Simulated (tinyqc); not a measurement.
From results back to parameters: two-dimensional electron gas with Rashba and Dresselhaus coupling. Two cases, with inputs chosen for the exercise.

Problem. For pure Rashba coupling above the band crossing, k_outer - k_inner = al m/c with c = hbar^2/2m0, and each branch holds k^2/(4 pi) electrons per area. Beating of Shubnikov-de Haas oscillations gives the two densities; those below come from a hidden al (1e11/cm^2 = 1e-5/angstrom^2).

Constants: hbar^2/2m0 = 3.80998211 eV angstrom^2.

Find: k_outer, k_inner; al.

Method. k = sqrt(4 pi n) for each branch, and al = c (k_outer - k_inner)/m.

Case 1.

Values chosen (out of a larger set: of the size met in InAs; not measured data): m = 0.0242 m0 (mass).

densities (1e11/cm^2): outer 7.763755, inner 7.236245

Solution.

k_outer, k_inner (1/angstrom): 0.03123  0.03016

al = 0.170 eV angstrom

Case 2.

Values chosen (out of a larger set: of the size met in GaAs; not measured data): m = 0.0626 m0 (mass).

densities (1e11/cm^2): outer 4.609401, inner 4.490599

Solution.

k_outer, k_inner (1/angstrom): 0.02407  0.02376

al = 0.0190 eV angstrom

Computed by tinyqc, one run a case: `OMP_NUM_THREADS=1 python tinyqc.py N N+1 out.jsonl` with N = 1452396, 1452505; one thread of a shared Intel(R) Xeon(R) Processor @ 2.30GHz, about 0.01 s a run at most.
